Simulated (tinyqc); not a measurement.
## Bandgap voltage reference from two bipolar transistors: output against temperature

Two transistors of area 1 and N carry the same current I. Is(T) = Is (T/T0)^eta exp[(Vg0 q/kB)(1/T0 - 1/T)], VBE1 = Vt ln(I/Is(T)) + I rb, VBE2 = Vt ln(I/(N Is(T))) + I rb/N. The amplifier forces I R1(T) = VBE1 - VBE2 + Vos, with R(T) = R (1 + tc (T - T0)) for both resistors, and the output is Vref = VBE1 + I R2(T). Base currents and the Early effect are neglected.

Vt = kB T/q; I = (Vt ln N + Vos)/(R1(T) - rb (1 - 1/N)).

Parameters, values chosen for the exercise; values of the order met in silicon bipolar transistors: reference temperature T0 = 323 K; band-gap voltage extrapolated to 0 K Vg0 = 1.176 V; temperature exponent of the saturation current eta = 4.3; saturation current of the unit transistor at T0 Is = 8e-18 A; area ratio of the second transistor N = 8; resistor across which the difference of VBE falls, at T0 R1 = 11 kohm; temperature coefficient of both resistors tc = -200 ppm/K; offset of the amplifier Vos = -2.2 mV; series resistance of the unit transistor rb = 0 ohm; output resistor at T0 R2 = 93.76 kohm.

Constants: q = 1.602176634e-19 C, kB = 1.380649e-23 J/K. Results are converted to the units shown.

Output against temperature:

| T (K) | I (uA) | VBE1 (V) | I R2 (V) | Vref (V) | Vref - Vref(T0) (mV) | dVref/dT (uV/K) |
|---|---|---|---|---|---|---|
| 218 | 3.282 | 0.9164 | 0.3142 | 1.231 | -0.3306 | 60.92 |
| 233 | 3.532 | 0.8942 | 0.3371 | 1.231 | 0.4435 | 42.50 |
| 253 | 3.867 | 0.8643 | 0.3677 | 1.232 | 1.063 | 19.76 |
| 273 | 4.205 | 0.8340 | 0.3982 | 1.232 | 1.246 | -1.196 |
| 298 | 4.631 | 0.7954 | 0.4364 | 1.232 | 0.9105 | -25.25 |
| 323 | 5.062 | 0.7563 | 0.4746 | 1.231 | 0 | -47.28 |
| 348 | 5.496 | 0.7167 | 0.5128 | 1.229 | -1.439 | -67.60 |
| 373 | 5.936 | 0.6766 | 0.5510 | 1.228 | -3.368 | -86.44 |
| 398 | 6.379 | 0.6360 | 0.5891 | 1.225 | -5.750 | -104.0 |
| 423 | 6.827 | 0.5950 | 0.6273 | 1.222 | -8.557 | -120.4 |

What does the table show?

VBE1 falls by 1.57 mV/K on average and I R2 rises by 1.53 mV/K. The slope of Vref vanishes at T = 272 K. Between 233 and 398 K Vref spans 7.00 mV, or 34.5 ppm/K by the box method (span over the average over T, over 165 K).

tinyqc, about 0.02 s, one thread, Intel Xeon 2.30GHz (shared host): `OMP_NUM_THREADS=1 python tinyqc.py 2062155 2062156 out.jsonl`
